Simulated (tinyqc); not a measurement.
Mesh: mean-field antiferromagnet of the Hubbard model on the square lattice.

e(k) = -2 t (cx + cy) - 4 t2 cx cy, ci = cos ki; one electron a site; Q = (pi, pi). <n_up - n_dn> = m cos(Q.R) gives Delta = U m/2 and bands E = e+ -/+ sqrt(e-^2 + Delta^2), e+- = (e(k) +- e(k + Q))/2 (the constant U/2 is dropped). Means run over the mesh k_i = 2 pi (j + 1/2)/N of the whole zone: mu from mean(f(E-) + f(E+)) = 1; m(out) = mean of Delta (f(E-) - f(E+))/sqrt(e-^2 + Delta^2); free energy per site F = -kT mean[ln(1 + exp(-(E- - mu)/kT)) + ln(1 + exp(-(E+ - mu)/kT))] + mu + U m^2/4. Order at T > 0 in two dimensions is an artefact of mean field.

Constants: kB = 8.617333262e-05 eV/K.

Parameters, chosen for this exercise:
- t = 0.29 eV (nearest hopping)
- t2 = 0 eV (second hopping)
- U = 3.03 eV (on-site repulsion)
- T = 300 K

Start m = 0.9, at most 400 steps.

Results:
```
N,m,Delta (eV)
4,0.9324,1.4126
6,0.9333,1.4139
8,0.9333,1.4139
12,0.9333,1.4139
16,0.9333,1.4139
24,0.9333,1.4139
48,0.9333,1.4139
```

What can be read from this table?

m spans 0.9324 to 0.9333; it stays within 0.002 of the last value from N = 4 on. The level spacing across the Fermi surface, about 4 pi t/N, should fall below the larger of Delta = 1.414 eV and kT, a rough rule that asks for N above about 2.6.

(tinyqc, `OMP_NUM_THREADS=1 python tinyqc.py 1681170 1681171 out.jsonl`, Intel(R) Xeon(R) Processor @ 2.30GHz, 1 thread, shared host, about 0.1 s.)
